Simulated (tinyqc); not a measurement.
# Space-charge-limited current with shallow traps: effect of the thickness

One carrier type, drift only, an injecting contact at x = 0 (zero field) and thickness L. The share th = y/(1 + y), y = (Nc/Nt) exp(-Et/kB T), of the injected charge is free: J = q mu n F, eps0 eps_r dF/dx = q (n - n0)/th.

Ohmic J = q n0 mu V/L; Mott-Gurney J = (9/8) th eps0 eps_r mu V^2/L^3; they cross at Vx = 8 q n0 L^2/(9 th eps0 eps_r); traps fill at V_TFL = q Nt L^2/(2 eps0 eps_r). Exact: with u = n0/n(L), w = -u - ln(1 - u) and v = -u - u^2/2 - ln(1 - u), V = (q n0 L^2/(th eps0 eps_r)) v/w^2 and J = q^2 n0^2 mu L/(th eps0 eps_r w).

Inputs (values chosen for the exercise):
- T = 250 K (temperature)
- eps_r = 12.5 (relative permittivity)
- mu = 20 cm^2/(V s) (mobility)
- Nc = 5.5e19 cm^-3 (band density of states)
- Nt = 9.9e15 cm^-3 (trap density)
- Et = 0.49 eV (trap depth)
- n0 = 1.7e7 cm^-3 (free carrier density in equilibrium)
- V = 4.1 V (voltage)

Constants: q = 1.602176634e-19 C, kB = 1.380649e-23 J/K, Vt = kB T/q, eps0 = 8.8541878128e-14 F/cm where lengths are in cm. Results are converted to the units shown.

Results:

| L (nm) | J (A/cm^2) | ohmic (A/cm^2) | Mott-Gurney (A/cm^2) | d ln J/d ln V |
|---|---|---|---|---|
| 1000 | 3.097e-4 | 2.233e-6 | 3.080e-4 | 1.995 |
| 1600 | 7.625e-5 | 1.396e-6 | 7.520e-5 | 1.986 |
| 2400 | 2.298e-5 | 9.306e-7 | 2.228e-5 | 1.969 |
| 3700 | 6.537e-6 | 6.036e-7 | 6.081e-6 | 1.930 |
| 5700 | 1.963e-6 | 3.918e-7 | 1.663e-6 | 1.845 |
| 14000 | 2.435e-7 | 1.595e-7 | 1.123e-7 | 1.424 |

Estimate the missing row, L = 8800 nm.

Computed row:

| L (nm) | J (A/cm^2) | ohmic (A/cm^2) | Mott-Gurney (A/cm^2) | d ln J/d ln V |
|---|---|---|---|---|
| 8800 | 6.508e-7 | 2.538e-7 | 4.520e-7 | 1.683 |

With this row back in the table: J falls from 3.10e-4 to 2.44e-7 A/cm^2, as L^(-2.98) between the first two rows and L^(-2.12) between the last two (space charge -3, ohmic -1). The thickness law marks a bulk-limited current; an electrode-limited one depends on V/L alone. For L = 1000 V exceeds half of V_TFL, which goes as L^2, so trap filling, left out here, would raise the current.

Range of the model: Diffusion and a field-dependent mobility are left out. With injecting contacts the diffusion current, about 4 pi^2 Vt th eps0 eps_r mu V/L^3, equals the Mott-Gurney current at V = 35 kB T/q (0.9 V at 300 K), so the drift-only result needs V well above that.

Numbers from tinyqc (`OMP_NUM_THREADS=1 python tinyqc.py 2370090 2370091 out.jsonl`; about 0.01 s on one thread of a shared Intel Xeon 2.30GHz).
